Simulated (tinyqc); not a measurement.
Microkinetic model of a Langmuir-Hinshelwood surface reaction A + (1/2) B2 = AB with Bronsted-Evans-Polanyi barriers: one step, computed by the program tinyqc. Command: `OMP_NUM_THREADS=1 python tinyqc.py 3027411 3027412 out.jsonl microkin walk`. One thread of a shared host (Intel(R) Xeon(R) Processor @ 2.30GHz), about 0.01 s of CPU time with the checks.

A adsorbs in equilibrium; B2 dissociates irreversibly on two free sites; adsorbed A and B react irreversibly and AB leaves at once. theta_A + theta_B + theta_* = 1.

Question. Constants. K_A = exp(-(E_A + T S_A)/(k_B T)) per bar; barriers E1 = max(b1 + a1 2 E_B, 0), E2 = b2 - a2 (E_A + E_B); k1 = (k_B T/h) exp(-S_B/k_B) exp(-E1/(k_B T)) per bar, k2 = (k_B T/h) exp(-E2/(k_B T)), h = 2 pi hbar.

Inputs (values chosen for the exercise, for a model catalyst):
```
quantity,value,unit
"adsorption energy of A, E_A",-1.04,eV
"adsorption energy per B atom, E_B",-1.15,eV
"entropy loss of A, S_A",1.6,meV/K
"entropy loss of B2, S_B",1.9,meV/K
slope a1 of the dissociation barrier,0.79,-
intercept b1,1.4,eV
slope a2 of the reaction barrier,0.28,-
intercept b2,0.31,eV
temperature T,775,K
```

Constants: k_B = 8.617333262e-05 eV/K; hbar = 6.582119569e-16 eV s.

Give: barrier E1; barrier E2; K_A; k1; k2.

Answer.

barrier E1 = 0 eV

barrier E2 = 0.9232 eV

K_A = 0.05005 1/bar

k1 = 4291 1/(bar s)

k2 = 1.602e+07 1/s

Caution: the linear relation gives a negative E1, which is set to zero: dissociation is not activated.
